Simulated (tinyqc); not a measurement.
One-electron ion in a basis of Gaussians, step by step. One step of it, computed by the program tinyqc.

Problem. Matrices over normalised Gaussians. With p = a_i + a_j and I(k) = Gamma((k+1)/2) / (2 p^((k+1)/2)): S = I(2l+2), T = (2l+3) a_i a_j S / p, V = -Z I(2l+1), each divided by sqrt(S_ii S_jj).

exponents of r^l exp(-a r^2) (1/bohr^2): 0.382700  1.773000

Z = 6

l = 1

Give: S; T; V.

Solution.

S:
```
,1,2
1,1.0000,0.5106
2,0.5106,1.0000
```

T (hartree):
```
,1,2
1,0.9567,0.8035
2,0.8035,4.4325
```

V (hartree):
```
,1,2
1,-3.9487,-3.3835
2,-3.3835,-8.4993
```
